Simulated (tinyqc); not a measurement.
# Resistance of a source-drain extension with a graded tip: effects of single changes

y runs along the channel, the gate covers y > 0. The doping is N0 for y < y0 and N0 10^(-(y - y0)/la) beyond, uniform over the depth xj. Sheet conductance s(y) = q mu(N) max(N - Nch, 0) xj + (for y > 0) ma Cox Vo, with mu(N) = u0 + (u1 - u0)/(1 + (N/Nr)^au) and Cox = eps0 eox/tox. Current is taken as one-dimensional; depletion of the tip, spreading and the contact are left out. The metallurgical junction lies at yj, where N = Nch.

Parameters, values chosen for the exercise; mobility law close to that of electrons in silicon: relative permittivity of the gate insulator (close to silicon dioxide) eox = 3.9; insulator thickness tox = 1.5 nm; active doping of the extension far from the gate N0 = 7.6e19 cm^-3; lateral abruptness la = 6.8 nm/decade; position under the gate where the fall begins (gate edge at 0) y0 = 2.3 nm; depth of the extension xj = 11 nm; channel doping Nch = 1.4e18 cm^-3; spacer length Ls = 23 nm; gate overdrive Vo = 0.89 V; mobility of the gate-induced layer ma = 160 cm^2/(V s); mobility at low doping u1 = 1414 cm^2/(V s); mobility at high doping u0 = 68.5 cm^2/(V s); reference doping Nr = 9.2e16 cm^-3; exponent au = 0.711; gate length Lg = 45 nm.

Constants: q = 1.602176634e-19 C, eps0 = 8.8541878128e-14 F/cm where lengths are in cm. Results are converted to the units shown.

Each table varies one quantity; the others keep the values above.

## Abruptness at a fixed junction position

R_spacer = integral of dy/s from -Ls to 0, R_ov from 0 to yj, R_channel = (Lg - 2 yj)/(ma Cox Vo), R_total = 2 R_spacer + 2 R_ov + R_channel. Electrical length L_eff = ma Cox dR_total/d(1/Vo); R_series = R_total - L_eff/(ma Cox Vo). y0 is moved with la so that yj stays at 14.096 nm.

The same in every row: yj (nm) = 14.10; R_channel (ohm um) = 51.27.

Result of one run:

| la (nm/decade) | R_spacer (ohm um) | R_ov (ohm um) | R_total (ohm um) | L_eff (nm) | R_series (ohm um) |
|---|---|---|---|---|---|
| 1 | 21.94 | 12.33 | 119.8 | 19.77 | 59.48 |

What becomes of these results when the lateral abruptness la is changed from 1 to 8.7 nm/decade, all else the same?

Result of the changed run:

| la (nm/decade) | R_spacer (ohm um) | R_ov (ohm um) | R_total (ohm um) | L_eff (nm) | R_series (ohm um) |
|---|---|---|---|---|---|
| 8.7 | 22.06 | 28.33 | 152.0 | 30.28 | 59.69 |

The whole series:

| la (nm/decade) | R_spacer (ohm um) | R_ov (ohm um) | R_total (ohm um) | L_eff (nm) | R_series (ohm um) |
|---|---|---|---|---|---|
| 1 | 21.94 | 12.33 | 119.8 | 19.77 | 59.48 |
| 2.3 | 21.94 | 15.04 | 125.2 | 21.55 | 59.48 |
| 3.6 | 21.94 | 17.75 | 130.7 | 23.33 | 59.49 |
| 4.9 | 21.94 | 20.47 | 136.1 | 25.10 | 59.50 |
| 6.1 | 21.94 | 22.97 | 141.1 | 26.74 | 59.50 |
| 7.4 | 21.94 | 25.68 | 146.5 | 28.52 | 59.51 |
| 8.7 | 22.06 | 28.33 | 152.0 | 30.28 | 59.69 |
| 10 | 23.28 | 30.43 | 158.7 | 31.82 | 61.61 |

As la goes from 1 to 10 nm/decade, R_total rises from 120 to 159 ohm um, R_spacer rises from 21.9 to 23.3 ohm um and R_ov rises from 12.3 to 30.4 ohm um. R_total changes on average by 4.32 ohm um for each nm/decade. L_eff exceeds the metallurgical length by 2.97 nm in the first row and 15.0 nm in the last, since the gate also controls the lightly doped tips.

## Effect of the gate overdrive

Same model as above.

The same in every row: yj (nm) = 14.10; R_spacer (ohm um) = 21.94.

Effect of the gate overdrive:

| Vo (V) | R_ov (ohm um) | R_channel (ohm um) | R_total (ohm um) | L_eff (nm) | R_series (ohm um) |
|---|---|---|---|---|---|
| 0.15 | 68.83 | 304.2 | 485.7 | 20.49 | 114.8 |
| 0.3 | 47.94 | 152.1 | 291.9 | 22.74 | 86.09 |
| 0.45 | 37.86 | 101.4 | 221.0 | 24.40 | 73.82 |
| 0.6 | 31.67 | 76.06 | 183.3 | 25.72 | 66.90 |
| 0.75 | 27.40 | 60.84 | 159.5 | 26.82 | 62.44 |
| 0.9 | 24.25 | 50.70 | 143.1 | 27.76 | 59.33 |
| 1.05 | 21.80 | 43.46 | 130.9 | 28.58 | 57.03 |
| 1.2 | 19.84 | 38.03 | 121.6 | 29.31 | 55.26 |

What does the table show?

As Vo goes from 0.15 to 1.2, R_total falls from 486 to 122 ohm um, L_eff rises from 20.5 to 29.3 nm and R_series falls from 115 to 55.3 ohm um. Both extracted quantities depend on the overdrive at which they are taken.

Program tinyqc, `OMP_NUM_THREADS=1 python tinyqc.py 2282231 2282232 out.jsonl`; Intel Xeon 2.30GHz, shared host, one thread, about 0.03 s.
